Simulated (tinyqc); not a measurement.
# Worked calculation: resistive crossbar, vector-matrix product with wire resistance

tinyqc, about 0.02 s, one thread, Intel Xeon 2.30GHz (shared host): `OMP_NUM_THREADS=1 python tinyqc.py 2880027 2880028 out.jsonl` Printed values are rounded.

2 rows and 2 columns. Cell (i, j) joins row node wij to column node bij. Each row is driven at its left end through one wire segment rw; neighbouring nodes along a row or a column are joined by rw; each column ends below the last row in one more rw and a virtual ground, where its current is read. Ideal output: I_j = sum_i V_i G_ij.

Parameters, values chosen for the exercise: wire resistance between neighbouring cells rw = 10 ohm; input voltages of the rows V = [0.14, 0.08] V.

## The nodal equations

cell conductances G (uS):

|  | column 1 | column 2 |
|---|---|---|
| row 1 | 310 | 390 |
| row 2 | 310 | 160 |

Kirchhoff current law at every node, A x = b: A holds the sum of the conductances at a node on the diagonal and minus the conductance between two nodes off it (wire conductance 1/rw); b = V_i/rw at the first node of row i.

A (uS):

|  | w11 | w12 | w21 | w22 | b11 | b12 | b21 | b22 |
|---|---|---|---|---|---|---|---|---|
| w11 | 2.00310e5 | -1e5 | 0 | 0 | -310 | 0 | 0 | 0 |
| w12 | -1e5 | 1.00390e5 | 0 | 0 | 0 | -390 | 0 | 0 |
| w21 | 0 | 0 | 2.00310e5 | -1e5 | 0 | 0 | -310 | 0 |
| w22 | 0 | 0 | -1e5 | 1.00160e5 | 0 | 0 | 0 | -160 |
| b11 | -310 | 0 | 0 | 0 | 1.00310e5 | 0 | -1e5 | 0 |
| b12 | 0 | -390 | 0 | 0 | 0 | 1.00390e5 | 0 | -1e5 |
| b21 | 0 | 0 | -310 | 0 | -1e5 | 0 | 2.00310e5 | 0 |
| b22 | 0 | 0 | 0 | -160 | 0 | -1e5 | 0 | 2.00160e5 |

b (uA): w11 14000, w12 0, w21 8000, w22 0, b11 0, b12 0, b21 0, b22 0

## Node voltages and column currents

Solve A x = b; I_j = b2j/rw.

row nodes (mV): w11 139.037, w12 138.501, w21 79.6291, w22 79.5029
column nodes (mV): b11 1.09997, b12 1.19712, b21 0.672370, b22 0.661633
column currents (uA): column 1 67.2370, column 2 66.1633

## Error against the ideal product

Ideal I_j = sum_i V_i G_ij; error = I/ideal - 1.

ideal currents (uA): column 1 68.2, column 2 67.4
error (%): column 1 -1.412, column 2 -1.835

The largest error is in column 2. All currents fall short, since the wires take part of the voltage.
